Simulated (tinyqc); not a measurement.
Plane-wave Kohn-Sham cycle with exchange-only LDA in a layered model solid, step by step. Computed by tinyqc, a small Python program that keeps every step. Settings: points = 16, plane-wave index or count = 3, electrons = 2, k points = 3, area = 33.0, mixing = 0.1, iteration cap = 79, Kerker q0 = 1.49. Command: `OMP_NUM_THREADS=1 python tinyqc.py 23996 23997 out.jsonl` (the two numbers bound the seeds that draw the settings). One thread of a shared host (Intel(R) Xeon(R) Processor @ 2.60GHz), about 0.03 s of CPU time with the checks. Later iterations appear only in the table of the cycle.

## Iteration 1: potential

A solid whose potential varies along x alone (atomic units):
```
parameter                      value
period a                   14.000000
cross-section of the cell  33.000000
electrons per cell                 2
grid points                       16
plane waves -n..n, n               3
k points                           3
V1 in V1 cos(2 pi x/a)     -0.320000
V2 in V2 cos(4 pi x/a)      0.030000
```

density at the start, on the grid x_j = j a/N (e/bohr^3): 0.00432900  0.00432900  0.00432900  0.00432900  0.00432900  0.00432900  0.00432900  0.00432900  0.00432900  0.00432900  0.00432900  0.00432900  0.00432900  0.00432900  0.00432900  0.00432900

V_H(G) = 4 pi rho(G)/G^2 for G != 0 (uniform background); v_x = -(3 rho/pi)^(1/3); V = V_ext + V_H + v_x; Fourier components f(G_m) = (1/N) sum_j f(x_j) exp(-i G_m x_j).

Potentials on the grid (hartree):
```
x              V_ext       V_H        v_x          V
0.000000   -0.290000  0.000000  -0.160492  -0.450492
0.875000   -0.274428  0.000000  -0.160492  -0.434920
1.750000   -0.226274  0.000000  -0.160492  -0.386766
2.625000   -0.143672  0.000000  -0.160492  -0.304164
3.500000   -0.030000  0.000000  -0.160492  -0.190492
4.375000    0.101245  0.000000  -0.160492  -0.059246
5.250000    0.226274  0.000000  -0.160492   0.065782
6.125000    0.316855  0.000000  -0.160492   0.156363
7.000000    0.350000  0.000000  -0.160492   0.189508
7.875000    0.316855  0.000000  -0.160492   0.156363
8.750000    0.226274  0.000000  -0.160492   0.065782
9.625000    0.101245  0.000000  -0.160492  -0.059246
10.500000  -0.030000  0.000000  -0.160492  -0.190492
11.375000  -0.143672  0.000000  -0.160492  -0.304164
12.250000  -0.226274  0.000000  -0.160492  -0.386766
13.125000  -0.274428  0.000000  -0.160492  -0.434920
```

V(G_m), m = 0, 1, 2, ... (hartree): -0.160492  -0.160000  0.015000  0.000000  0.000000  0.000000  0.000000

## Iteration 1: Hamiltonian at one k

k = 0.000000 2 pi / a

H(m,m') = (k + G_m)^2/2 delta + V(G_m - G_m'), with V(-G) = V(G).

H (hartree):
```
           -3         -2         -1         +0         +1         +2         +3
-3   0.745900  -0.160000   0.015000   0.000000   0.000000   0.000000   0.000000
-2  -0.160000   0.242349  -0.160000   0.015000   0.000000   0.000000   0.000000
-1   0.015000  -0.160000  -0.059782  -0.160000   0.015000   0.000000   0.000000
+0   0.000000   0.015000  -0.160000  -0.160492  -0.160000   0.015000   0.000000
+1   0.000000   0.000000   0.015000  -0.160000  -0.059782  -0.160000   0.015000
+2   0.000000   0.000000   0.000000   0.015000  -0.160000   0.242349  -0.160000
+3   0.000000   0.000000   0.000000   0.000000   0.015000  -0.160000   0.745900
```

## Iteration 1: levels at that k

Diagonalise the Hermitian matrix.

eigenvalues (hartree): -0.348410  -0.144195  0.032756  0.261039  0.301265  0.796624  0.797364

## Iteration 1: new density

Motion across x is left out: the lowest 1 band(s) hold two electrons at each of the k points (j + 1/2)/nk - 1/2. Residual R = rho(out) - rho(in); rho(new) = rho(in) + 0.1 R, with R(G) scaled by G^2/(G^2 + 1.49^2) (Kerker). rho(out) = 2/(a A nk) sum |psi|^2 with psi = sum c exp(i G x). Harris energy E = band energy - dV sum rho (V_H/2 + v_x) + (3/4) dV sum rho v_x with rho(in), dV = a A/N, band energy = (2/nk) sum of the filled levels.

rho(out) (e/bohr^3): 0.01545398  0.01321507  0.00825688  0.00376803  0.00126471  0.00032099  0.00006557  0.00001192  0.00000375  0.00001192  0.00006557  0.00032099  0.00126471  0.00376803  0.00825688  0.01321507

density after iteration 1 (e/bohr^3): 0.00452509  0.00445766  0.00432782  0.00425129  0.00425284  0.00428510  0.00431032  0.00432196  0.00432497  0.00432196  0.00431032  0.00428510  0.00425284  0.00425129  0.00432782  0.00445766

energy per cell = -0.61644585 hartree

## Iteration 2: potential

As before.

Potentials on the grid (hartree):
```
x              V_ext        V_H        v_x          V
0.000000   -0.290000   0.005187  -0.162879  -0.447692
0.875000   -0.274428   0.004302  -0.162066  -0.432193
1.750000   -0.226274   0.002230  -0.160477  -0.384521
2.625000   -0.143672   0.000122  -0.159526  -0.303075
3.500000   -0.030000  -0.001303  -0.159545  -0.190849
4.375000    0.101245  -0.002020  -0.159948  -0.060722
5.250000    0.226274  -0.002307  -0.160261   0.063706
6.125000    0.316855  -0.002404  -0.160405   0.154046
7.000000    0.350000  -0.002425  -0.160442   0.187133
7.875000    0.316855  -0.002404  -0.160405   0.154046
8.750000    0.226274  -0.002307  -0.160261   0.063706
9.625000    0.101245  -0.002020  -0.159948  -0.060722
10.500000  -0.030000  -0.001303  -0.159545  -0.190849
11.375000  -0.143672   0.000122  -0.159526  -0.303075
12.250000  -0.226274   0.002230  -0.160477  -0.384521
13.125000  -0.274428   0.004302  -0.162066  -0.432193
```

V(G_m), m = 0, 1, 2, ... (hartree): -0.160486  -0.158590  0.015142  -0.000113  -0.000039  -0.000004  0.000001

## Iteration 2: Hamiltonian at one k

k = 0.000000 2 pi / a

As before.

H (hartree):
```
           -3         -2         -1         +0         +1         +2         +3
-3   0.745906  -0.158590   0.015142  -0.000113  -0.000039  -0.000004   0.000001
-2  -0.158590   0.242355  -0.158590   0.015142  -0.000113  -0.000039  -0.000004
-1   0.015142  -0.158590  -0.059776  -0.158590   0.015142  -0.000113  -0.000039
+0  -0.000113   0.015142  -0.158590  -0.160486  -0.158590   0.015142  -0.000113
+1  -0.000039  -0.000113   0.015142  -0.158590  -0.059776  -0.158590   0.015142
+2  -0.000004  -0.000039  -0.000113   0.015142  -0.158590   0.242355  -0.158590
+3   0.000001  -0.000004  -0.000039  -0.000113   0.015142  -0.158590   0.745906
```

## Iteration 2: levels at that k

As before.

eigenvalues (hartree): -0.346127  -0.143103  0.032398  0.260686  0.300302  0.795799  0.796529

## Iteration 2: new density

As before.

rho(out) (e/bohr^3): 0.01540810  0.01318769  0.00826248  0.00378846  0.00128010  0.00032752  0.00006742  0.00001235  0.00000392  0.00001235  0.00006742  0.00032752  0.00128010  0.00378846  0.00826248  0.01318769

density after iteration 2 (e/bohr^3): 0.00471442  0.00458294  0.00432889  0.00417752  0.00417868  0.00424121  0.00429100  0.00431435  0.00432047  0.00431435  0.00429100  0.00424121  0.00417868  0.00417752  0.00432889  0.00458294

energy per cell = -0.61190660 hartree

## Convergence

Stop when sqrt(dV sum R^2) is below 1e-8, dV = a A/N.

Course of the cycle:
```
iteration  E (hartree)  norm of the residual
1          -0.61644585              1.15e-01
2          -0.61190660              1.13e-01
3          -0.60742949              1.11e-01
4          -0.60301910              1.10e-01
5          -0.59867894              1.08e-01
6          -0.59441171              1.07e-01
7          -0.59021940              1.05e-01
8          -0.58610342              1.04e-01
9          -0.58206471              1.02e-01
10         -0.57810382              1.01e-01
11         -0.57422096              9.94e-02
...                ...                   ...
69         -0.45064546              4.86e-02
70         -0.44968877              4.80e-02
71         -0.44875641              4.75e-02
72         -0.44784782              4.69e-02
73         -0.44696245              4.63e-02
74         -0.44609977              4.58e-02
75         -0.44525927              4.52e-02
76         -0.44444043              4.47e-02
77         -0.44364276              4.42e-02
78         -0.44286575              4.36e-02
79         -0.44210894              4.31e-02
```

Not converged within 79 iterations: the residual falls steadily but slowly, by a factor of about 0.99 a step. Reruns (cap 100 unless said): mixing 0.5, Kerker q0 1.0: not converged; mixing 0.3, Pulay depth 5: converged in 27 (E = -0.41639); the original settings with a cap of 400: not converged.
